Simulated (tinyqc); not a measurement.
Inside a calculation. Model: physical sputtering: collision-cascade yield, angular dependence, faceting and resputtering in deposition. Computed by tinyqc, a small Python program that keeps every step. Command: `OMP_NUM_THREADS=1 python tinyqc.py 3011152 3011153 out.jsonl sputter walk`. One thread of a shared host (Intel(R) Xeon(R) Processor @ 2.30GHz), about 0.01 s of CPU time with the checks. Intermediate numbers are printed to about 6 digits and carried at full precision; extremes and crossings named in words are read from the listed rows.

Ions start collision cascades; atoms that reach the surface with more than U leave. The target is amorphous or fine-grained.

Inputs (values chosen for the exercise, modelled on argon ions on aluminium):
```
quantity                                                  value     unit
ion Z1                                                       18        -
ion mass M1                                               39.95        u
target Z2                                                    13        -
target mass M2                                            26.98        u
surface binding energy U                                   3.39       eV
target density N                                           60.2   1/nm^3
fit factor Q                                                1.1        -
ion energy E                                                140       eV
current density J                                           1.6  mA/cm^2
angular exponent f                                          2.5        -
angle of the largest yield                                   64  degrees
angle of incidence                                           80  degrees
deposition rate over sputter rate on a flat surface, D/S      2        -
```

Constants: e = 1.602176634e-19 C.

## Yield at normal incidence

gamma = 4 M1 M2/(M1 + M2)^2; threshold E_th = 6.7 U/gamma for M1 >= M2, else U (1 + 5.7 M1/M2)/gamma. eps = 0.03255 M2 E/(Z1 Z2 (M1 + M2) z), z = (Z1^(2/3) + Z2^(2/3))^(1/2), E in eV; s_n = 3.441 sqrt(eps) ln(eps + 2.718)/(1 + 6.355 sqrt(eps) + eps (6.882 sqrt(eps) - 1.708)); S_n = 84.78 Z1 Z2 M1 s_n/((M1 + M2) z) in eV angstrom^2; alpha = 0.249 (M2/M1)^0.56 + 0.0035 (M2/M1)^1.5 for M1 <= M2, else 0.0875 (M2/M1)^(-0.15) + 0.165 M2/M1; Y0 = 0.042 Q alpha S_n/U [1 - sqrt(E_th/E)]^2.5 (the electronic-loss factor of the full formula is dropped). Erosion rate = Y0 J/(e N); 1 cm^2 = 1e14 nm^2.

energy transfer factor gamma = 0.962448

threshold E_th = 23.5992 eV

reduced energy eps = 0.00222959

nuclear stopping S_n = 421.616 eV angstrom^2

alpha = 0.204238

yield Y0 = 0.313027 atoms per ion

erosion rate = 31.1563 nm/min

The threshold factor is 0.267; the energy cost is 447 eV per removed atom, 132 times U. Caution: within a few times the threshold, cascades are short and these fits are rough.

## Oblique incidence

Angular law: Y/Y0 = t^f exp(-f cos(a_opt)(t - 1)), t = 1/cos(angle), largest at a_opt. A plane tilted by the angle recedes along the beam at a speed proportional to Y(angle), and along its own normal as Y cos(angle).

Y/Y0 at the angle = 0.432376

yield at the angle = 0.135346 atoms per ion

normal speed relative to a flat surface = 0.0750813

largest Y/Y0 = 1.93025

## Deposition with resputtering

With a directional flux, net growth along the beam is D - S Y(angle)/Y0. Slopes where Y/Y0 exceeds D/S are etched: solve Y/Y0 = D/S below a_opt, if the largest Y/Y0 exceeds D/S. The normal speed is largest where f (1 - cos(a_opt)/cos(angle)) = 1, cos(angle) = f cos(a_opt)/(f - 1), or at angle 0 if this exceeds 1.

Angle of zero net growth: none: every slope grows

angle of the largest normal speed = 43.0617 degrees

Deposition outweighs sputtering at every angle, so no slope is cut back.

## Yield over energy

The formulas are those given above.

Normal incidence:
```
E (eV)          eps  S_n (eV angstrom^2)       Y0  Y0 per keV
50      7.96282e-04               277.24  0.04229     0.84584
100     1.59256e-03               369.25  0.19487     1.94872
200     3.18513e-03               482.72  0.46919     2.34596
300     4.77769e-03               558.98  0.68328     2.27759
500     7.96282e-03               664.53  1.00265     2.00530
1000    1.59256e-02               821.20  1.50640     1.50640
2000    3.18513e-02               985.99  2.05874     1.02937
5000    7.96282e-02              1194.76  2.78345     0.55669
10000   1.59256e-01              1318.60  3.24060     0.32406
30000   4.77769e-01              1356.86  3.51745     0.11725
100000  1.59256e+00              1059.95  2.83829     0.02838
```

The yield per keV peaks at 200 eV among these rows, 8 times the threshold, the most economical range for removing atoms. Y0 varies as E^2.20 between the first rows and as E^-0.18 at the end; it peaks near 30000 eV, close to the broad maximum of nuclear stopping. Caution: the electronic-loss factor, dropped here, would lower the yields at the highest energies slightly.

Checks made by the program: position of the angular maximum (relative difference below 1e-10).
